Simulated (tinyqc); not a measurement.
Worked calculation: Hubbard ring of 4 sites. One step of it, computed by the program tinyqc.

Task: Mean-field iteration 2. H(up) = T + U n(down), H(down) = T + U n(up); fill the lowest levels; n(new) = n + mixing (n(out) - n); E = tr T (rho up + rho down) + U sum n_up n_down of the output.

one-body matrix (hopping and site energies) (eV):
```
           1          2          3          4
1   0.690000  -0.920000   0.000000  -0.920000
2  -0.920000   0.380000  -0.920000   0.000000
3   0.000000  -0.920000   0.730000  -0.920000
4  -0.920000   0.000000  -0.920000  -0.110000
```

U = 4.300000 eV

electrons, up and down: 2  2

mixing = 0.500000

n(up) after iteration 1: 1 0.834923, 2 0.155597, 3 0.833179, 4 0.176300

n(down) after iteration 1: 1 0.144447, 2 0.850633, 3 0.143556, 4 0.861364

Give: levels, up; levels, down; energy; n(up) after iteration 2; n(down) after iteration 2.

Result:

levels, up (eV): 0.348  1.329  3.781  4.831

levels, down (eV): 0.011  0.888  4.296  5.096

energy = 0.260 eV

n(up) after iteration 2: 1 0.863, 2 0.126, 3 0.861, 4 0.151

n(down) after iteration 2: 1 0.112, 2 0.882, 3 0.111, 4 0.895
